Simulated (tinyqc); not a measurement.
# Changing the enthalpy of transfer from melt to solid H

Model: solid solubility of a dopant against its melt (retrograde solidus), clustering and the electrically active fraction. Computed by tinyqc, a small Python program. Command: `OMP_NUM_THREADS=1 python tinyqc.py 3031896 3031897 out.jsonl retro sweep`. One thread of a shared host (Intel(R) Xeon(R) Processor @ 2.30GHz), about 0.02 s of CPU time with the checks.

Inputs (values chosen for the exercise, of the order of those of antimony in silicon for the solubility):
```
quantity                         value    unit
melting point of the host T_m     1687       K
heat of melting of the host H_f   50.2  kJ/mol
interaction L of the melt          2.9  kJ/mol
entropy of transfer S             0.88     k_B
site density N0                  5e+22  1/cm^3
temperature T                     1343       K
```

Constants: R = 8.314462618 J/(mol K); k_B = 8.617333262e-05 eV/K; e = 1.602176634e-19 C; N_A = 6.02214076e+23 1/mol.

Method. x_l and x_s are atom fractions of the dopant in melt and solid; the solid is dilute. Liquidus of the host: R T ln(1 - x_l) + L x_l^2 = -H_f (1 - T/T_m). Distribution: k = x_s/x_l = exp[L (1 - x_l)^2/(R T)] exp(S/k_B - H/(k_B T)), the first factor being the activity coefficient in the melt. Solubility = x_s N0; at T_m x_l = 0. The largest x_s N0 between 900 K and T_m. For an ideal melt with constant heats the maximum has x_l = H_f/(H + H_f), H in the same units.

One run for each value; columns: (1) enthalpy of transfer from melt to solid H (eV); (2) temperature of the maximum (K); (3) largest solubility (1/cm^3); (4) k at the melting point; (5) x_l there:
```
(1)     (2)        (3)     (4)     (5)
0.357  1370  3.670e+21  0.2544  0.6013
0.470  1414  1.432e+21  0.1169  0.5329
0.582  1446  5.773e+20  0.0541  0.4788
0.695  1471  2.350e+20  0.0249  0.4342
0.807  1491  9.775e+19  0.0115  0.3974
0.919  1508  4.109e+19  0.0053  0.3663
1.030  1522  1.756e+19  0.0025  0.3400
1.140  1533  7.613e+18  0.0012  0.3173
```

Over the rows, temperature of the maximum (K) rises from 1370 to 1530 (exponent d ln y / d ln x 0.11 between the first rows and 0.075 between the last); largest solubility (1/cm^3) falls from 3.67e21 to 7.61e18 (exponent d ln y / d ln x -3.4 between the first rows and -8.2 between the last); k at the melting point falls from 0.254 to 0.00116 (exponent d ln y / d ln x -2.8 between the first rows and -7.5 between the last). The larger H, the smaller k and the nearer to T_m the maximum: fast-falling solubility peaks early.

Caution (rows 0.357, 0.470): the solid is no longer dilute, and its own lowering of the liquidus is left out.

Extremes, crossings and ranges named in words are read from the listed rows.
